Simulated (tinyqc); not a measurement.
MP2 on RHF in the sto-3g basis, frozen core, for BeH+, spin multiplicity 1, step by step. Computed by tinyqc, a small Python program that keeps every step (integrals from PySCF). Settings: charge = 1, multiplicity = 1, basis = sto-3g, method = RHF, frozen orbitals = 1, energy threshold = 1e-10, iteration cap = 83, orthogonalisation = symmetric, start = atomic densities, DIIS depth = 6. Command: `OMP_NUM_THREADS=1 python tinyqc.py 29685 29686 out.jsonl` (the two numbers bound the seeds that draw the settings). One thread of a shared host (Intel(R) Xeon(R) Processor @ 2.60GHz), about 0.1 s of CPU time with the checks. The early iterations of the SCF are left out here.

## One-electron integrals

Geometry (angstrom):
```
atom,x,y,z
Be,0.000000,0.000000,0.000000
H,0.000000,0.000000,1.475000
```

Basis sto-3g: exponents (1/bohr^2) and contraction coefficients of normalised primitives:
```
element,l (shell),exponent,coefficient
Be,s (1),30.167871,0.154329
Be,s (1),5.495115,0.535328
Be,s (1),1.487193,0.444635
Be,s (2),1.314833,-0.099967
Be,s (2),0.305539,0.399513
Be,s (2),0.099371,0.700115
Be,p (3),1.314833,0.155916
Be,p (3),0.305539,0.607684
Be,p (3),0.099371,0.391957
H,s (1),3.425251,0.154329
H,s (1),0.623914,0.535328
H,s (1),0.168855,0.444635
```

Overlap, kinetic and nuclear-attraction integrals over the contracted functions; the nuclear repulsion is the sum of Za Zb / Rab.

nuclear repulsion = 1.43505684 hartree

overlap S, lower triangle:
```
,1Be 1s,1Be 2s,1Be 2px,1Be 2py,1Be 2pz,2H 1s
1Be 1s,1.000000
1Be 2s,0.259517,1.000000
1Be 2px,0.000000,0.000000,1.000000
1Be 2py,0.000000,0.000000,0.000000,1.000000
1Be 2pz,0.000000,0.000000,0.000000,0.000000,1.000000
2H 1s,0.051633,0.406547,0.000000,0.000000,0.485062,1.000000
```

kinetic energy T (hartree), lower triangle:
```
,1Be 1s,1Be 2s,1Be 2px,1Be 2py,1Be 2pz,2H 1s
1Be 1s,6.693975
1Be 2s,-0.033012,0.211111
1Be 2px,0.000000,0.000000,0.660592
1Be 2py,0.000000,0.000000,0.000000,0.660592
1Be 2pz,0.000000,0.000000,0.000000,0.000000,0.660592
2H 1s,-0.013870,0.049896,0.000000,0.000000,0.151093,0.760032
```

nuclear attraction V (hartree), lower triangle:
```
,1Be 1s,1Be 2s,1Be 2px,1Be 2py,1Be 2pz,2H 1s
1Be 1s,-14.919856
1Be 2s,-1.992351,-2.656102
1Be 2px,0.000000,0.000000,-2.603865
1Be 2py,0.000000,0.000000,0.000000,-2.603865
1Be 2pz,-0.014856,-0.132519,0.000000,0.000000,-2.705238
2H 1s,-0.396349,-1.056508,0.000000,0.000000,-1.241603,-2.655204
```

core Hamiltonian H = T + V (hartree), lower triangle:
```
,1Be 1s,1Be 2s,1Be 2px,1Be 2py,1Be 2pz,2H 1s
1Be 1s,-8.225881
1Be 2s,-2.025363,-2.444991
1Be 2px,0.000000,0.000000,-1.943273
1Be 2py,0.000000,0.000000,0.000000,-1.943273
1Be 2pz,-0.014856,-0.132519,0.000000,0.000000,-2.044646
2H 1s,-0.410218,-1.006612,0.000000,0.000000,-1.090510,-1.895172
```

## Two-electron integrals

Functions are numbered as in S; the eight-fold symmetry (ij|kl) = (ji|kl) = (kl|ij) leaves the list below.

Two-electron integrals (ij|kl) in chemists' order, unique and non-zero (hartree):
```
i,j,k,l,(ij|kl)
1,1,1,1,2.298831
2,1,1,1,0.392036
2,1,2,1,0.079539
2,2,1,1,0.570988
2,2,2,1,0.143041
2,2,2,2,0.417683
3,1,3,1,0.014607
3,2,3,1,0.021888
3,2,3,2,0.092265
3,3,1,1,0.569578
3,3,2,1,0.143083
3,3,2,2,0.417589
3,3,3,3,0.449859
4,1,4,1,0.014607
4,2,4,1,0.021888
4,2,4,2,0.092265
4,3,4,3,0.024249
4,4,1,1,0.569578
4,4,2,1,0.143083
4,4,2,2,0.417589
4,4,3,3,0.401360
4,4,4,4,0.449859
5,1,5,1,0.014607
5,2,5,1,0.021888
5,2,5,2,0.092265
5,3,5,3,0.024249
5,4,5,4,0.024249
5,5,1,1,0.569578
5,5,2,1,0.143083
5,5,2,2,0.417589
5,5,3,3,0.401360
5,5,4,4,0.401360
5,5,5,5,0.449859
6,1,1,1,0.077037
6,1,2,1,0.015622
6,1,2,2,0.028332
6,1,3,3,0.028132
6,1,4,4,0.028132
6,1,5,1,0.001382
6,1,5,2,0.002608
6,1,5,5,0.028747
6,1,6,1,0.003218
6,2,1,1,0.189681
6,2,2,1,0.048228
6,2,2,2,0.153776
6,2,3,3,0.147912
6,2,4,4,0.147912
6,2,5,1,0.006312
6,2,5,2,0.038955
6,2,5,5,0.165365
6,2,6,1,0.010480
6,2,6,2,0.084783
6,3,3,1,0.004392
6,3,3,2,0.020646
6,3,5,3,0.006717
6,3,6,3,0.007717
6,4,4,1,0.004392
6,4,4,2,0.020646
6,4,5,4,0.006717
6,4,6,4,0.007717
6,5,1,1,0.204565
6,5,2,1,0.052642
6,5,2,2,0.175992
6,5,3,3,0.165563
6,5,4,4,0.165563
6,5,5,1,0.010238
6,5,5,2,0.060564
6,5,5,5,0.196671
6,5,6,1,0.011944
6,5,6,2,0.110289
6,5,6,5,0.148012
6,6,1,1,0.356834
6,6,2,1,0.092351
6,6,2,2,0.330209
6,6,3,3,0.306329
6,6,4,4,0.306329
6,6,5,1,0.014068
6,6,5,2,0.112475
6,6,5,5,0.377703
6,6,6,1,0.020570
6,6,6,2,0.231939
6,6,6,5,0.320128
6,6,6,6,0.774606
```

## Orthogonalisation

S = U s U^T; symmetric (Loewdin) form X = U s^(-1/2) U^T, so that X^T S X = 1.

eigenvalues of S: 0.355371  0.794528  1.000000  1.000000  1.178006  1.672095

X, lower triangle:
```
,1Be 1s,1Be 2s,1Be 2px,1Be 2py,1Be 2pz,2H 1s
1Be 1s,1.027695
1Be 2s,-0.144906,1.120653
1Be 2px,0.000000,0.000000,1.000000
1Be 2py,0.000000,0.000000,0.000000,1.000000
1Be 2pz,-0.010861,0.109530,0.000000,0.000000,1.127531
2H 1s,0.023118,-0.285200,0.000000,0.000000,-0.333347,1.218176
```

## Iteration 7 (converged): orbitals

converged F (hartree), lower triangle:
```
,1Be 1s,1Be 2s,1Be 2px,1Be 2py,1Be 2pz,2H 1s
1Be 1s,-5.010716
1Be 2s,-1.408339,-0.866119
1Be 2px,0.000000,0.000000,-0.138135
1Be 2py,0.000000,0.000000,0.000000,-0.138135
1Be 2pz,0.017372,-0.133329,0.000000,0.000000,-0.304042
2H 1s,-0.284776,-0.506992,0.000000,0.000000,-0.419029,-0.510709
```

Diagonalise F' = X^T F X, C = X C', fill 2 alpha and 2 beta electrons from the bottom; D = 2 C_occ C_occ^T. Each column has its largest component positive (the first on a tie).

F' = X^T F X (hartree), lower triangle:
```
,1,2,3,4,5,6
1,-4.901878
2,-0.707277,-0.487292
3,0.000000,0.000000,-0.138135
4,0.000000,0.000000,0.000000,-0.138135
5,0.018084,0.006907,0.000000,0.000000,-0.134324
6,-0.020685,-0.334653,0.000000,0.000000,-0.341688,-0.195272
```

orbital energies (hartree): MO1 -5.013549, MO2 -0.711873, MO3 -0.260442, MO4 -0.138135, MO5 -0.138135, MO6 0.267099

coefficients C:
```
,MO1,MO2,MO3,MO4,MO5,MO6
1Be 1s,0.992934,-0.192002,-0.201014,0.000000,0.000000,0.120911
1Be 2s,0.026530,0.578490,0.757438,0.000000,0.000000,-0.679065
1Be 2px,0.000000,0.000000,0.000000,-0.371939,0.928257,0.000000
1Be 2py,0.000000,0.000000,0.000000,0.928257,0.371939,0.000000
1Be 2pz,-0.001852,0.286607,-0.626193,0.000000,0.000000,-0.959321
2H 1s,-0.002480,0.494020,-0.263679,0.000000,0.000000,1.167629
```

D after iteration 7, lower triangle:
```
,1Be 1s,1Be 2s,1Be 2px,1Be 2py,1Be 2pz,2H 1s
1Be 1s,2.045564
1Be 2s,-0.169458,0.670708
1Be 2px,0.000000,0.000000,0.000000
1Be 2py,0.000000,0.000000,0.000000,0.000000
1Be 2pz,-0.113736,0.331500,0.000000,0.000000,0.164293
2H 1s,-0.194630,0.571440,0.000000,0.000000,0.283188,0.488125
```

Within a degenerate level the vectors are fixed only up to a rotation; this is one choice.

## Convergence

Stop when the energy changes by less than 1e-10 hartree and every element of the error matrix X^T (F D S - S D F) X is below 3e-06.

Course of the cycle:
```
iteration,E (hartree),change,largest element of the error matrix
1,-12.64109870,-,2.35e-01
2,-14.63470361,-1.99e+00,9.25e-02
3,-14.65473889,-2.00e-02,2.63e-02
4,-14.65697750,-2.24e-03,1.07e-02
5,-14.65731026,-3.33e-04,7.30e-04
6,-14.65731188,-1.61e-06,2.22e-05
7,-14.65731188,-8.75e-11,1.33e-06
```

PySCF RHF in the same basis = -14.65731188 hartree

Converged in 7 iterations.

## Integrals over molecular orbitals

(pq|rs) = sum C_ip C_jq C_kr C_ls (ij|kl), one index at a time.

one-electron integrals over orbitals h = C^T H C (hartree), lower triangle:
```
,1,2,3,4,5,6
1,-8.216274
2,0.164557,-2.150673
3,0.202166,-0.009992,-1.931414
4,0.000000,0.000000,0.000000,-1.943273
5,0.000000,0.000000,0.000000,0.000000,-1.943273
6,-0.073756,0.187861,-0.050661,0.000000,0.000000,-1.626336
```

Two-electron integrals over orbitals (pq|rs), unique and non-zero (hartree); the lowest 1 orbital is frozen and left out:
```
p,q,r,s,(pq|rs)
2,2,2,2,0.511571
3,2,2,2,-0.067572
3,2,3,2,0.040006
3,3,2,2,0.320398
3,3,3,2,0.031004
3,3,3,3,0.459858
4,2,4,2,0.043298
4,3,4,2,0.031683
4,3,4,3,0.051340
4,4,2,2,0.362779
4,4,3,2,0.023262
4,4,3,3,0.396273
4,4,4,4,0.449859
5,2,5,2,0.043298
5,3,5,2,0.031683
5,3,5,3,0.051340
5,4,5,4,0.024249
5,5,2,2,0.362779
5,5,3,2,0.023262
5,5,3,3,0.396273
5,5,4,4,0.401360
5,5,5,5,0.449859
6,2,2,2,0.048927
6,2,3,2,-0.048219
6,2,3,3,-0.025179
6,2,4,4,-0.059651
6,2,5,5,-0.059651
6,2,6,2,0.121660
6,3,2,2,-0.056051
6,3,3,2,0.034448
6,3,3,3,0.056749
6,3,4,4,0.021423
6,3,5,5,0.021423
6,3,6,2,-0.050223
6,3,6,3,0.051841
6,4,4,2,-0.029053
6,4,4,3,-0.013054
6,4,6,4,0.025454
6,5,5,2,-0.029053
6,5,5,3,-0.013054
6,5,6,5,0.025454
6,6,2,2,0.511073
6,6,3,2,-0.067644
6,6,3,3,0.348738
6,6,4,4,0.366881
6,6,5,5,0.366881
6,6,6,2,0.079236
6,6,6,3,-0.057332
6,6,6,6,0.550005
```

## Second-order Moller-Plesset energy

Hartree-Fock energy = -14.65731188 hartree

E2 = sum_ijab (ia|jb) [2 (ia|jb) - (ib|ja)] / (e_i + e_j - e_a - e_b) over occupied i, j and virtual a, b; the opposite-spin part is (ia|jb)^2 / denominator, the rest is same-spin, and SCS-MP2 scales them by 6/5 and 1/3.

Terms:
```
i,j,a,b,(ia|jb),(ib|ja),denominator,term
2,2,6,6,0.121660,0.121660,-1.957944,-0.007560
2,2,3,3,0.040006,0.040006,-0.902863,-0.001773
2,2,4,4,0.043298,0.043298,-1.147477,-0.001634
2,2,5,5,0.043298,0.043298,-1.147477,-0.001634
2,2,6,3,-0.048219,-0.048219,-1.430403,-0.001625
2,2,3,6,-0.048219,-0.048219,-1.430403,-0.001625
```

Pair energies (hartree; pair i-j sums ij and ji):
```
pair,opposite spin,same spin
2-2,-0.015851,0
```

MP2 correlation energy = -0.01585079 hartree

SCS-MP2 correlation energy = -0.01902095 hartree

MP2 total energy = -14.67316267 hartree
